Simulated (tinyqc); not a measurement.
# Changing the compensation ratio C

Model: mobility of a non-polar semiconductor in the relaxation-time approximation. Computed by tinyqc, a small Python program. Command: `OMP_NUM_THREADS=1 python tinyqc.py 3009005 3009006 out.jsonl rta sweep`. One thread of a shared host (Intel(R) Xeon(R) Processor @ 2.30GHz), about 0.02 s of CPU time with the checks.

Each valley is treated as a sphere of mass m_d for states and rates, with one isotropic relaxation time; the conductivity mass m_c sets the current.

Inputs (values chosen for the exercise, modelled on holes in germanium):
```
quantity                                            value       unit
longitudinal mass m_l                               0.307        m_0
transverse mass m_t                                 0.307        m_0
equivalent valleys Z                                    1          -
non-parabolicity alpha                               0.31       1/eV
static permittivity eps_s                              16          -
density rho                                          5323     kg/m^3
sound velocity v_l                                   5430        m/s
acoustic deformation potential D_A                    4.5         eV
phonon energy hbar w                                 35.3        meV
optical or intervalley deformation potential D_o        7  1e8 eV/cm
final valleys Z_f                                       1          -
carrier density n                                 3.5e+15     1/cm^3
temperature T                                          77          K
```

Band: Kane. Impurity formula: Conwell-Weisskopf. Further scattering: none.

Constants: k_B = 8.617333262e-05 eV/K; m_0 = 9.1093837015e-31 kg; e = 1.602176634e-19 C; hbar = 1.054571817e-34 J s; eps_0 = 8.8541878128e-12 F/m; k_B = 1.380649e-23 J/K; hbar = 6.582119569e-16 eV s.

Method:
- m_d = (m_l m_t^2)^(1/3); 1/m_c = (1/m_l + 2/m_t)/3; Hall mass factor A = 3 K_m (K_m + 2)/(2 K_m + 1)^2, K_m = m_l/m_t; N_I = n (1 + C)/(1 - C).
- Kane band: hbar^2 k^2/(2 m) = E (1 + alpha E), speed v = hbar k/(m (1 + 2 alpha E)), states per spin, volume and energy g(E) = m k (1 + 2 alpha E)/(2 pi^2 hbar^2); overlap factors are set to 1. Here m = m_d. Masses are multiplied by m_0 and all formulas are in SI units.
- The reduced Fermi level eta = E_F/(k_B T) solves n = 2 Z int g f dE with f = 1/(1 + exp(x - eta)) (Z = 1 unless valleys are given); screening length L_s = sqrt(eps_s eps_0 k_B T/(e^2 dn/deta)), dn/deta = 2 Z int g f (1 - f) dE.
- Integrals over x = E/(k_B T) use 160 Gauss-Legendre points in u = sqrt(x) from 0 to sqrt(max(eta, 0) + 32).
- Phonon occupation N_q = 1/(exp(hbar w/(k_B T)) - 1).
- Acoustic deformation potential (elastic, equipartition, absorption and emission together): 1/tau = 2 pi k_B T D_A^2 g(E)/(hbar rho v_l^2).
- Optical or intervalley deformation potential: 1/tau = (pi Z_f D_o^2/(rho w)) [N_q g(E + hbar w) + (N_q + 1) g(E - hbar w)], with g = 0 below the band edge.
- Each optical term is multiplied by (1 - f(E'))/(1 - f(E)), E' the final energy, for Pauli blocking.
- Singly charged impurities, momentum relaxation: 1/tau = N_I e^4 m (1 + 2 alpha E) Phi/(8 pi (eps_s eps_0)^2 hbar^3 k^3), with alpha = 0 for a parabolic band.
- Conwell-Weisskopf: Phi = ln(1 + y^2), y = 4 pi eps_s eps_0 E N_I^(-1/3)/e^2 (largest impact parameter N_I^(-1/3)/2).
- mu = (m_d/m_c) (2 Z e/(3 n k_B T)) int g v^2 tau f (1 - f) dE.
- Averages over x are split at the emission threshold x_0 = hbar w/(k_B T): 64 Gauss-Legendre points in sqrt(x) below it and 128 in sqrt(x - x_0) above it, up to x = max(eta, 0) + 32.
- Rates are added at each energy before the average. With <y> = int g v^2 y f (1 - f) dE: Hall factor r_H = A (3 n k_B T/(2 Z m_d)) <tau^2/(1 + 2 alpha E)>/<tau>^2 (alpha = 0 for a parabolic band); Hall mobility r_H mu; |S| = (k_B/e) (<x tau>/<tau> - eta); resistivity 1/(n e mu).

One run for each value; columns: (1) compensation ratio C; (2) drift mobility mu (cm^2/(V s)); (3) ionised impurity mobility (cm^2/(V s)); (4) Hall factor r_H; (5) Seebeck coefficient |S| (microvolt/K):
```
(1)     (2)    (3)     (4)     (5)
0.00  21995  53247  1.0792  662.50
0.10  20054  44723  1.0863  665.63
0.25  17217  34205  1.0974  670.32
0.40  14408  25630  1.1090  675.15
0.55  11548  18410  1.1204  680.29
0.70   8529  12130  1.1303  686.01
0.80   6335   8286  1.1340  690.33
0.90   3841   4549  1.1302  694.98
```

What does the table show, and why?

Over the rows, drift mobility mu (cm^2/(V s)) falls from 22000 to 3840; ionised impurity mobility (cm^2/(V s)) falls from 53200 to 4550; Hall factor r_H goes from 1.08 through a maximum among these rows, 1.13 at 0.800, to 1.13. Compensation adds scatterers without adding carriers or screening: N_I/n grows from 1 to 19, and mu keeps 17 % of its first value.

Caution (all rows): n is taken as given; at low temperature (in diamond even at 300 K) real dopants can freeze out, which changes n and N_I.

Extremes, crossings and ranges named in words are read from the listed rows.
